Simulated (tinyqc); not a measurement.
Thickness: WKB tunnelling through a gate dielectric with a two-band (Franz) dispersion.

At depth x the conduction edge lies u(x) = phi - V x/t above the electron. Parabolic: kappa = sqrt(m u/c). Franz: kappa = sqrt(m u (1 - u/Eg)/c), which vanishes at both band edges. c = hbar^2/2m0. T = exp(-2 integral of kappa dx) over the region u > 0; no image force, no prefactor, zero transverse momentum. The region ends at x_e = min(t, phi t/V); x_e < t is the Fowler-Nordheim regime.

Constants: hbar^2/2m0 = 3.80998211 eV angstrom^2.

Parameters, chosen for this exercise (of the size used for hBN on silicon; not measured data):
```
symbol  value  unit  meaning
Eg      5.74   eV    gap of the dielectric
phi     1.96   eV    barrier above the electron energy at the emitter
m       0.57   m0    mass at the conduction edge
V       0.9    V     voltage across the layer
```

The same voltage across layers of other thickness. The last column is the thickness that changes T by a factor of ten, ln(10)/(2 I/t).

Transmission:
```
t (angstrom)  field (MV/cm)  T parabolic   T Franz  angstrom per decade, Franz
8                     11.25     0.000513   0.00153                       2.841
10                     9.00     7.71e-05  0.000302                       2.841
12                     7.50     1.16e-05  5.98e-05                       2.841
20                     4.50     5.95e-09  9.14e-08                       2.841
25                     3.60     5.22e-11  1.59e-09                       2.841
30                     3.00     4.59e-13  2.76e-11                       2.841
40                     2.25     3.54e-17  8.35e-15                       2.841
```

Give the missing row, t (angstrom) = 15.

Computed row:
```
t (angstrom)  field (MV/cm)  T parabolic   T Franz  angstrom per decade, Franz
15                     6.00     6.77e-07  5.26e-06                       2.841
```

At fixed voltage the exponent is proportional to t: T falls tenfold for each 2.84 angstrom. The ratio of Franz to parabolic grows with t, from 2.98 at 8 to 236 at 40 angstrom. Fields above about 9 MV/cm (1 of the rows) are past breakdown; those rows are an exercise.

(tinyqc, `OMP_NUM_THREADS=1 python tinyqc.py 1481983 1481984 out.jsonl`, Intel(R) Xeon(R) Processor @ 2.30GHz, 1 thread, shared host, about 0.01 s.)
